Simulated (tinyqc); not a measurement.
Resistance of a source-drain extension with a graded tip: two steps of the calculation.

y runs along the channel, the gate covers y > 0. The doping is N0 for y < y0 and N0 10^(-(y - y0)/la) beyond, uniform over the depth xj. Sheet conductance s(y) = q mu(N) max(N - Nch, 0) xj + (for y > 0) ma Cox Vo, with mu(N) = u0 + (u1 - u0)/(1 + (N/Nr)^au) and Cox = eps0 eox/tox. Current is taken as one-dimensional; depletion of the tip, spreading and the contact are left out. The metallurgical junction lies at yj, where N = Nch.

Parameters, values chosen for the exercise; mobility law close to that of electrons in silicon:
- eox = 3.9 (relative permittivity of the gate insulator (close to silicon dioxide))
- tox = 1.2 nm (insulator thickness)
- N0 = 6.9e19 cm^-3 (active doping of the extension far from the gate)
- la = 5.7 nm/decade (lateral abruptness)
- y0 = -0.5 nm (position under the gate where the fall begins (gate edge at 0))
- xj = 19 nm (depth of the extension)
- Nch = 5.3e17 cm^-3 (channel doping)
- Vo = 0.42 V (gate overdrive)
- ma = 87 cm^2/(V s) (mobility of the gate-induced layer)
- u1 = 1414 cm^2/(V s) (mobility at low doping)
- u0 = 68.5 cm^2/(V s) (mobility at high doping)
- Nr = 9.2e16 cm^-3 (reference doping)
- au = 0.711 (exponent)
- Lg = 60 nm (gate length)

Constants: q = 1.602176634e-19 C, eps0 = 8.8541878128e-14 F/cm where lengths are in cm. Results are converted to the units shown.

Task 1. Sheet resistances and junction position. yj = y0 + la log10(N0/Nch); sheet resistance of the full extension 1/[q mu(N0)(N0 - Nch) xj] and of the gate-induced layer 1/(ma Cox Vo); metallurgical length Lg - 2 yj; ye is where the doped and the gate-induced conductances are equal.

Wanted: yj; sheet resistance of the extension; sheet resistance of the induced layer; metallurgical length; ye; N at ye.

Result 1.

yj = 11.55 nm
sheet resistance of the extension = 595.7 ohm/square
sheet resistance of the induced layer = 9510 ohm/square
metallurgical length = 36.89 nm
ye = 7.879 nm
N at ye = 2.338e18 cm^-3

The gate takes over 3.67 nm before the junction, where N is still 4.41 times the channel doping.

Task 2. Resistance of the overlapped part. Midpoint rule on 10 equal steps from 0 to yj: R_ov = sum h/s(y), per width.

Give: y; N; doped conductance; sheet resistance; R_ov.

Result 2.

```
point   y (nm)  N (cm^-3)  doped conductance (uS)  sheet resistance (ohm/square)
0      0.57765  4.4646e19                  1139.7                         803.34
1       1.7330  2.7996e19                  762.46                         1152.6
2       2.8883  1.7556e19                  517.83                         1605.2
3       4.0436  1.1009e19                  356.86                         2164.5
4       5.1989  6.9031e18                  248.69                         2826.2
5       6.3542  4.3287e18                  173.74                         3585.7
6       7.5095  2.7144e18                  119.53                         4450.8
7       8.6648  1.7021e18                  78.015                         5459.6
8       9.8201  1.0673e18                  43.990                         6705.2
9       10.975  6.6930e17                  14.092                         8386.4
```

R_ov = 42.908 ohm um

Program tinyqc, `OMP_NUM_THREADS=1 python tinyqc.py 2282011 2282012 out.jsonl`; Intel Xeon 2.30GHz, shared host, one thread, about 0.03 s.
